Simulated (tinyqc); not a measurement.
Long-channel MOSFET, surface-potential model: one step of the calculation.

n-channel transistor on a uniformly doped p-type body, gradual-channel approximation, constant mobility, Boltzmann statistics, full ionisation. Potentials are counted from the neutral body; V is the electron quasi-Fermi potential, Vsb at the source and Vsb + Vds at the drain. Charges are magnitudes per area.

Question. Inversion charge along the channel. The surface potential psi at channel potential V solves Vgs + Vsb - Vfb - psi = gamma sqrt(G), G = psi - Vt + Vt exp((psi - 2 phiF - V)/Vt). Charge sheet: Qi = Cox gamma [sqrt(G) - sqrt(psi - Vt)]. Pao-Sah: Qi = (Cox gamma/2) integral from 3 Vt to psi of exp((u - 2 phiF - V)/Vt)/sqrt(G(u, V)) du.

Parameters, values chosen for the exercise; material values close to those of silicon:
- T = 293 K (temperature)
- Vfb = -0.96 V (flat-band voltage)
- Vsb = 0 V (source-body reverse bias)
- Vgs = 0.31 V (gate-source voltage)

Constants: q = 1.602176634e-19 C, kB = 1.380649e-23 J/K, Vt = kB T/q. Results are converted to the units shown.

V, point 0 to 10 (V): 0  0.12  0.24  0.36  0.48  0.6  0.72  0.84  0.96  1.08  1.2
phiF = 0.46358358 V
Cox = 0.75555736 uF/cm^2
gamma = 0.47824499 V^0.5

Wanted: psi; Qi, charge sheet; Qi, Pao-Sah.

Answer.

```
point  psi (V)  Qi, charge sheet (nC/cm^2)  Qi, Pao-Sah (nC/cm^2)
0       0.8385                      0.1510                 0.1535
1       0.8387                    0.001311               0.001333
2       0.8387                    1.131e-5               1.150e-5
3       0.8387                    9.763e-8               9.922e-8
4       0.8387                   8.424e-10              8.561e-10
5       0.8387                   7.268e-12              7.387e-12
6       0.8387                   6.271e-14              6.373e-14
7       0.8387                   5.411e-16              5.499e-16
8       0.8387                   4.669e-18              4.745e-18
9       0.8387                   4.028e-20              4.094e-20
10      0.8387                   3.476e-22              3.532e-22
```

At the source the charge-sheet charge is 1.6 % below the Pao-Sah one.

tinyqc, about 0.05 s, one thread, Intel Xeon 2.30GHz (shared host): `OMP_NUM_THREADS=1 python tinyqc.py 2360143 2360144 out.jsonl`
